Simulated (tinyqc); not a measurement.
# Changing the band width W

Model: Stoner model of a band magnet at zero temperature. Computed by tinyqc, a small Python program. Command: `OMP_NUM_THREADS=1 python tinyqc.py 3031688 3031689 out.jsonl stoner sweep`. One thread of a shared host (Intel(R) Xeon(R) Processor @ 2.30GHz), about 0.04 s of CPU time with the checks.

Five orbitals per spin share one band; u = (E - E_bottom)/W runs from 0 to 1, and the states per spin, atom and energy are g = 5 d(u)/W with d = 1 - c cos(4 pi u). N(u) is the integral of d from 0. The moment m = n_up - n_down (electrons per atom) moves the fillings to n +/- m/10; the energy is E(m) = E_band(m) - I m^2/4.

Inputs (values chosen for the exercise, for a model d band):

| quantity | value | unit |
|---|---|---|
| filling n per spin orbital | 0.42 | - |
| Stoner parameter I | 1.76 | eV |
| depth c of the valley | 0.39 | - |
| start moment m0 | 0.75 | mu_B |
| largest number of steps | 600 | - |

Density of states: two peaks.

Method. Solve N(u_F) = n; g_F = 5 d(u_F)/W; the Stoner product is I g_F. Split the bands by Delta = I m, find the common Fermi level that keeps 10 n electrons, and read m(out) = 5 [N(u + Delta/(2W)) - N(u - Delta/(2W))], N clipped to 0 and 1. Start from m0 (at most 0.9 m_max, m_max = 10 min(n, 1 - n)); stop when m changes by less than 1e-8; moments under 1e-5 count as 0.

One run for each value:

| band width W (eV) | moment m (mu_B) | Stoner product I g_F | g_F (1/eV) |
|---|---|---|---|
| 3.96 | 4.2000 | 2.0654 | 1.1735 |
| 4.61 | 4.2000 | 1.7742 | 1.0081 |
| 5.26 | 4.2000 | 1.5550 | 0.8835 |
| 5.91 | 4.2000 | 1.3839 | 0.7863 |
| 6.56 | 4.2000 | 1.2468 | 0.7084 |
| 7.21 | 4.2000 | 1.1344 | 0.6445 |
| 7.85 | 0.5939 | 1.0419 | 0.5920 |
| 8.50 | 0.0000 | 0.9622 | 0.5467 |
| 9.15 | 0.0000 | 0.8939 | 0.5079 |

What does the table show, and why?

Over the rows, moment m (mu_B) falls from 4.20 to 0, flat over part of the range; Stoner product I g_F falls from 2.07 to 0.894 (exponent d ln y / d ln x about -1.00 throughout); g_F (1/eV) falls from 1.17 to 0.508 (exponent d ln y / d ln x about -1.0 throughout). Compression widens the band and lowers g_F as 1/W, which is how pressure quenches a band moment.

Extremes, crossings and ranges named in words are read from the listed rows.
